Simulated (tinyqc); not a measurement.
Inside a calculation. Method: CIS on RHF in the sto-3g basis, for H3-, spin multiplicity 1. The basis has no diffuse functions, so it cannot describe the extra electron: this is an exercise in the method, not the real anion. One step of it, computed by the program tinyqc.

Problem. CIS matrix, triplets. A(ia,jb) = (e_a - e_i) d_ij d_ab - (ij|ab).

orbital energies (hartree): MO1 -0.120311, MO2 0.168354, MO3 0.881260

Two-electron integrals over orbitals (pq|rs), unique and non-zero (hartree):
```
(11|11) 0.512104    (21|21) 0.161018    (22|11) 0.448948    (22|22) 0.506796
(31|11) 0.076694    (31|22) -0.053522   (31|31) 0.143404    (32|21) -0.146106
(32|32) 0.148462    (33|11) 0.533985    (33|22) 0.466516    (33|31) 0.090532
(33|33) 0.582300
```

Give: CIS matrix A, triplet.

Solution.

CIS matrix A, triplet (hartree):
```
       1>3    2>3
1>3  0.468  0.000
2>3  0.000  0.246
```
